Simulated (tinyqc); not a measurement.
Decay of LO phonons and the hot-phonon bottleneck in the cooling of electrons: one step, computed by the program tinyqc.

n(E, T) = 1/(exp(E/(k_B T)) - 1) is the Bose occupation. Electrons have a temperature T_e; the LO modes within their reach share one occupation N; the decay products stay at the lattice temperature.

Task: Spontaneous emission time. Froehlich coupling alpha = (e^2/(4 pi eps_0)) (1/eps_inf - 1/eps_s) k_0/(2 hbar omega), k_0 = sqrt(m* hbar omega/(hbar^2/(2 m_0))); emission time tau_sp = hbar/(2 alpha hbar omega); bottleneck ratio r = (n/N_m) tau/tau_sp.

Inputs (values chosen for the exercise, modelled on gallium oxide): LO energy hbar omega = 45.1 meV; lattice temperature T = 250 K; electron mass m* = 0.285 m_0; eps_inf = 3.71; static dielectric constant eps_s = 10.3; electron density n = 3.1e+18 1/cm^3; density of LO modes that the electrons reach, N_m = 9.8e+19 1/cm^3.

Decay channel: two unequal phonons (Ridley).

phonon lifetime tau = 0.8467307 ps

Constants: e^2/(4 pi eps_0) = 14.39964548 eV angstrom; hbar^2/(2 m_0) = 3.80998212 eV angstrom^2; hbar = 6.582119569e-16 eV s.

Give: alpha; emission time tau_sp; bottleneck ratio r.

Result:

alpha = 1.599

emission time tau_sp = 4.563 fs

bottleneck ratio r = 5.869

r compares the rate at which electrons exchange quanta with a mode to its decay rate. Exchange outruns decay, so a hot population builds up if the power is high enough. Caution: alpha is above 1/2, so hbar/tau_sp exceeds hbar omega and the emission time, a weak-coupling result, is only rough.
